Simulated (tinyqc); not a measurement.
Chemically amplified photoresist: aerial image, acid generation, bake, development and line width: one step, computed by the program tinyqc.

Lines and spaces of pitch p with a two-beam-like image; x = 0 is the middle of the bright space. The resist is positive and treated as uniform in depth.

Task: Space width and dose latitude. Dose E(x) = E [1 + c cos(2 pi x/p)]; acid h = 1 - exp(-C E(x)). Bake: the acid image is blurred by a Gaussian of variance sigma^2 = 2 D t (each Fourier term k of h, taken on 64 points, is multiplied by exp(-4 pi^2 k^2 D t/p^2)). The quencher then removes q, h_eff = max(h_blurred - q, 0); protection m = exp(-k_amp t h_eff). Mack rate r = r_max (a + 1)(1 - m)^n/(a + (1 - m)^n) + r_min, a = ((n + 1)/(n - 1))(1 - m_th)^n. Edge: vertical development clears the film where r t_d >= d; the space width is twice the x where r = d/t_d. Dose sensitivity = d ln(width)/d ln E from widths at 1.005 E and E/1.005; image log-slope at the edge = |d ln E/dx|, normalised by the width (NILS); latitude for 10 % of width = 10 %/sensitivity.

Inputs (values chosen for the exercise, for a model resist at 13.5 nm):

| quantity | value | unit |
|---|---|---|
| pitch p | 36 | nm |
| image contrast c | 0.88 | - |
| mean dose E | 7.93 | mJ/cm^2 |
| Dill parameter C | 0.048 | cm^2/mJ |
| quencher load q, relative to the acid generator | 0.15 | - |
| acid diffusivity D | 0.12 | nm^2/s |
| bake time t | 90 | s |
| amplification rate k_amp | 0.025 | 1/s |
| threshold protection m_th | 0.57 | - |
| development selectivity n | 12 | - |
| largest rate r_max | 260 | nm/s |
| smallest rate r_min | 0.032 | nm/s |
| resist thickness d | 26 | nm |
| development time t_d | 30 | s |

Give: space width; dose sensitivity; NILS; dose latitude.

Result:

space width = 18.85 nm

dose sensitivity = 0.8290

NILS = 3.088

dose latitude = 12.06 %

At the same width a resist without blur would give a sensitivity 2/NILS = 0.648; the blur multiplies it by 1.28. Caution: lateral development, standing waves and the joint diffusion of acid and quencher are left out, so widths are indicative.
